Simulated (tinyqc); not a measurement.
Mirror strength against the number of periods: longitudinal sound in a periodic multilayer: transfer matrices, stop bands and folded phonons. Computed by tinyqc, a small Python program. Command: `OMP_NUM_THREADS=1 python tinyqc.py 3031661 3031662 out.jsonl multilayer walk`. One thread of a shared host (Intel(R) Xeon(R) Processor @ 2.30GHz), about 0.01 s of CPU time with the checks.

Layers 1 and 2 repeat with period d = d_1 + d_2; waves travel normal to the layers, without loss. State vector (u, s): displacement u and stress divided by omega. Impedances Z = rho v are in 1e6 kg/(m^2 s).

Inputs (values chosen for the exercise, modelled on aluminium (layer 1), tungsten (layer 2) and gallium arsenide (substrate)):

| quantity | value | unit |
|---|---|---|
| density rho_1 | 2.71 | g/cm^3 |
| velocity v_1 | 6540 | m/s |
| thickness d_1 | 5.83 | nm |
| density rho_2 | 19.3 | g/cm^3 |
| velocity v_2 | 5220 | m/s |
| thickness d_2 | 4.74 | nm |
| substrate density | 5.35 | g/cm^3 |
| substrate velocity | 4770 | m/s |
| frequency f | 211 | GHz |

Method:
- Z = rho v; interface reflection r = (Z_2 - Z_1)/(Z_2 + Z_1) (stress amplitude, from 1 into 2); Bragg frequency f_B = 1/[2 (d_1/v_1 + d_2/v_2)]; long-wave velocity v_eff = d/sqrt[(d_1/v_1)^2 + (d_2/v_2)^2 + (Z_1/Z_2 + Z_2/Z_1)(d_1/v_1)(d_2/v_2)].
- A layer maps (u, s) by [[cos p, sin p/Z], [-Z sin p, cos p]], p = 2 pi f d_i/v_i; one period is M = M_2 M_1, and cos(q d) = trace(M)/2.
- For N periods A = M^N. A wave comes from a thick layer of material 1 and leaves into the substrate (Z_s): transmitted power T = 4 Z_1 Z_s/|Z_1 A_22 + Z_s A_11 - i (Z_1 Z_s A_12 - A_21)|^2, reflected power R = 1 - T.

Bragg frequency f_B = 277.858 GHz

Z_2 = 100.746

Z_1 = 17.7234

Z of the substrate = 25.5195

trace(M)/2 = -2.39469

Transmitted power:

| N | T at f_B | T at f_B (dB) | T at f |
|---|---|---|---|
| 1 | 0.16339 | -7.8677 | 0.18293 |
| 2 | 0.0055039 | -22.593 | 0.0093492 |
| 3 | 1.7084e-04 | -37.674 | 4.4891e-04 |
| 4 | 5.2894e-06 | -52.766 | 2.1492e-05 |
| 6 | 5.0692e-09 | -82.951 | 4.9248e-08 |
| 8 | 4.8581e-12 | -113.14 | 1.1285e-10 |
| 12 | 4.4621e-18 | -173.50 | 5.9253e-16 |
| 16 | 4.0983e-24 | -233.87 | 3.1112e-21 |
| 24 | 3.4573e-36 | -354.61 | 8.5777e-32 |

At f_B each further period removes 15.09 dB at large N, which is 20 log10 of the impedance ratio, 15.09 dB, as for a quarter-wave stack; 99 % reflection needs N = 2 among these rows. At f, in a stop band, T decays as well. Values below about 1e-6 belong to the ideal stack: roughness and scattering into other modes, left out here, set a floor in a real one.
